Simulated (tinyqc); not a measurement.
Worked calculation: plane-wave Kohn-Sham cycle with exchange-only LDA in a layered model solid. Computed by tinyqc, a small Python program that keeps every step. Settings: points = 16, plane-wave index or count = 3, electrons = 2, k points = 1, area = 39.0, mixing = 0.8, iteration cap = 54, Kerker q0 = 0.91. Command: `OMP_NUM_THREADS=1 python tinyqc.py 22297 22298 out.jsonl` (the two numbers bound the seeds that draw the settings). One thread of a shared host (Intel(R) Xeon(R) Processor @ 2.60GHz), about 0.01 s of CPU time with the checks.

A solid whose potential varies along x alone (atomic units):
```
parameter                      value
period a                   15.600000
cross-section of the cell  39.000000
electrons per cell                 2
grid points                       16
plane waves -n..n, n               3
k points                           1
V1 in V1 cos(2 pi x/a)     -0.630000
```

Stop when sqrt(dV sum R^2) is below 1e-8, dV = a A/N.

Course of the cycle:
```
iteration  E (hartree)  norm of the residual
1            -1.169678              1.25e-01
2            -1.084483              9.67e-02
3            -1.020590              7.84e-02
4            -0.975072              6.54e-02
5            -0.942722              5.52e-02
6            -0.919711              4.70e-02
7            -0.903320              4.02e-02
8            -0.891643              3.44e-02
9            -0.883343              2.94e-02
10           -0.877469              2.51e-02
11           -0.873333              2.15e-02
...                ...                   ...
44           -0.864472              1.06e-04
45           -0.864473              9.08e-05
46           -0.864473              7.75e-05
47           -0.864473              6.62e-05
48           -0.864473              5.65e-05
49           -0.864473              4.82e-05
50           -0.864474              4.12e-05
51           -0.864474              3.52e-05
52           -0.864474              3.01e-05
53           -0.864474              2.57e-05
54           -0.864474              2.20e-05
```

Can the last value be used, and what does the course show?

Not by the stop rule, although the second column moves by less than 1e-07 over the last three steps. Not converged within 54 iterations: the residual falls steadily but slowly, by a factor of about 0.85 a step. Reruns (cap 100 unless said): mixing 0.1: not converged; mixing 0.5, Kerker q0 1.0: not converged; mixing 0.3, Pulay depth 5: converged in 24 (E = -0.86447); the original settings with a cap of 400: converged in 104 (E = -0.86447).
